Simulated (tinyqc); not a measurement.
Which input was changed? Model: straight dislocations in isotropic elasticity: fields, energies, partials, Peierls stress and walls. Computed by tinyqc, a small Python program. Command: `OMP_NUM_THREADS=1 python tinyqc.py 3027571 3027572 out.jsonl disloc which`. One thread of a shared host (Intel(R) Xeon(R) Processor @ 2.30GHz), about 0.04 s of CPU time with the checks.

The line runs along z, the glide plane is y = 0, and beta is the angle between b and the line (0 screw, 90 degrees edge): b_e = b sin(beta) along +x with the extra half plane at y > 0, b_s = b cos(beta). Stress is positive in tension.

Inputs (values chosen for the exercise, modelled on silicon):
```
quantity                          value      unit
shear modulus G                    67.3       GPa
Poisson ratio nu                  0.225         -
Burgers vector b                   3.84  angstrom
dislocation density rho         5.2e+14     1/m^2
core radius r0/b                      2         -
unstable fault energy gamma_us     2010    mJ/m^2
source length l                      21        nm
```

Character: 30-degree.

Constants: 1 eV/angstrom^3 = 160.2176634 GPa.

Method:
- Energy factor K = G [cos^2(beta) + sin^2(beta)/(1 - nu)].
- E = K b^2/(4 pi) ln(R/r0) with R = 1/(2 sqrt(rho)); tension T = E + d^2E/d(beta)^2 = G b^2 [1 + nu - 3 nu sin^2(beta)]/(4 pi (1 - nu)) ln(R/r0). The core energy is taken into r0.
- Misfit energy gamma(u) = (gamma_us/2)(1 - cos(2 pi u/b)), so the largest restoring stress is tau_max = pi gamma_us/b; u(x) = b/2 + (b/pi) arctan(x/zeta), zeta = K b/(4 pi tau_max). Summing the misfit energy over atomic rows a' apart gives, for a wide core, W_P = (K b^2/pi) exp(-2 pi zeta/a') and sigma_P = (K b/a') exp(-2 pi zeta/a'); a' = b/2 for edge and 30-degree lines, b sqrt(3)/2 for screw and 60-degree lines.
- Frank-Read source, averaged over the loop: tau = G b/(2 pi l) [(1 - nu/2)/(1 - nu)] ln(l/r0). Taylor hardening: tau = 0.3 G b sqrt(rho).

Question. One of these inputs alone was changed, within the range given: Poisson ratio nu (0.1125 to 0.45); dislocation density rho (2.6e+14 to 1.04e+15); unstable fault energy gamma_us (1005 to 4020); core radius r0/b (1 to 4). Which one, and to what value?

Results:
```
run     line energy E (eV/nm)  Taylor stress (MPa)  half width zeta (angstrom)
before               17.71932             176.7947                    1.341380
after                19.06687             176.7947                    1.341380
```

Answer.

Each candidate set to reproduce line energy E, and what it then gives:
```
candidate                                     range searched  value needed  Taylor stress (MPa)  half width zeta (angstrom)
Poisson ratio nu                              0.1125 to 0.45        0.3814               176.79                      1.4434
dislocation density rho (1/m^2)          2.6e+14 to 1.04e+15      3.123e14               137.02                      1.3414
unstable fault energy gamma_us (mJ/m^2)         1005 to 4020     no effect                    -                           -
core radius r0/b                                      1 to 4         1.550               176.79                      1.3414
```

Only core radius r0/b fits every result: it went from 2 to 1.55. The next best candidate, Poisson ratio nu, misses one result by 7.6 %.

Caution: in covalent crystals lines are dissociated and reconstructed and move by kinks, so this sinusoidal model gives only the trend. Caution: in covalent crystals the flow stress is largely set by thermally activated glide over the Peierls barrier, which the source and Taylor stresses leave out.
